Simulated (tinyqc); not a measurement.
MOS structure on a p-type body, non-linear Poisson equation by Newton steps: charge and capacitance against gate voltage.

One dimension, insulator interface at x = 0, acceptor density Na, uniform, net doping C = -(acceptor density). psi is counted from the intrinsic level: n = ni exp((psi - Vb)/Vt), p = ni exp(-psi/Vt); deep in the body psi_b = -Vt ln(Na/ni). The gate acts through Cox = eps0 eox/tox and has the potential psi_G = Vg - (phiM - chi - Vt ln(Nc/ni)). Boltzmann statistics, full ionisation, classical densities, no oxide or interface charge.

ni = sqrt(Nc Nv) exp(-Eg/(2 Vt)), Eg in volts. The Poisson equation d/dx(eps0 eps_r dpsi/dx) = -q (p - n + C), with eps0 eps_r dpsi/dx = -Cox (psi_G - psi_0) at x = 0, is solved on a mesh of about 600 nodes or more. N_inv is the integral of n less its value deep in the body. C_LF = Cox (1 - dpsi_0/dVg) with all carriers following; C_HF is the same with the electron quasi-Fermi level shifting uniformly so that N_inv stays fixed. The centroid is that of the same excess.

Parameters, values chosen for the exercise; band and dielectric values close to those of silicon:
- T = 300 K (temperature)
- Eg = 1.13 eV (band gap)
- eps_r = 11.9 (relative permittivity)
- Nc = 2.77e19 cm^-3 (conduction-band density of states at T)
- Nv = 2.61e19 cm^-3 (valence-band density of states at T)
- chi = 4.11 eV (electron affinity)
- Na = 5e16 cm^-3 (acceptor density deep in the body)
- eox = 3.9 (relative permittivity of the gate insulator (close to silicon dioxide))
- tox = 5 nm (insulator thickness)
- phiM = 4.58 eV (gate work function)
- Vb = 1.1 V (electron quasi-Fermi potential against the body)

Constants: q = 1.602176634e-19 C, kB = 1.380649e-23 J/K, Vt = kB T/q, eps0 = 8.8541878128e-14 F/cm where lengths are in cm. Results are converted to the units shown.

Results:

| Vg (V) | psi_0 - psi_b (V) | N_inv (cm^-2) | C_LF/Cox | C_HF/Cox | centroid (nm) |
|---|---|---|---|---|---|
| 1.33 | 1.59 | 4.81e4 | 0.0699 | 0.0699 | 1.70 |
| 1.67 | 1.91 | 8.68e9 | 0.127 | 0.0642 | 1.55 |
| 1.84 | 2.00 | 3.03e11 | 0.712 | 0.0629 | 1.42 |
| 2.01 | 2.04 | 8.87e11 | 0.862 | 0.0627 | 1.27 |
| 2.18 | 2.06 | 1.53e12 | 0.908 | 0.0626 | 1.15 |
| 2.35 | 2.07 | 2.21e12 | 0.930 | 0.0626 | 1.05 |
| 2.52 | 2.08 | 2.89e12 | 0.943 | 0.0626 | 0.965 |
| 2.69 | 2.09 | 3.59e12 | 0.952 | 0.0626 | 0.897 |

Estimate the missing row, Vg = 1.5 V.

Computed row:

| Vg (V) | psi_0 - psi_b (V) | N_inv (cm^-2) | C_LF/Cox | C_HF/Cox | centroid (nm) |
|---|---|---|---|---|---|
| 1.5 | 1.75 | 2.10e7 | 0.0670 | 0.0668 | 1.62 |

With this row back in the table: N_inv goes from 48100 to 3.59e12 cm^-2 and passes 2e11 cm^-2 at Vg = 1.80 V. Below threshold it takes 65.0 mV a decade between Vg = 1.5 and 1.67 V, against Vt ln 10 = 59.5 mV. C_LF/Cox is lowest, 0.0670, at Vg = 1.5 V among the rows listed and ends at 0.952, while C_HF/Cox ends at 0.0626. Between the last two rows q dN_inv/dVg is 0.947 Cox. Where the classical centroid is under about 2 nm, confinement would move the charge away from the interface and raise the threshold. Above about 2e12 cm^-2 degeneracy matters too.

tinyqc, about 0.3 s, one thread, Intel Xeon 2.30GHz (shared host): `OMP_NUM_THREADS=1 python tinyqc.py 2080089 2080090 out.jsonl`
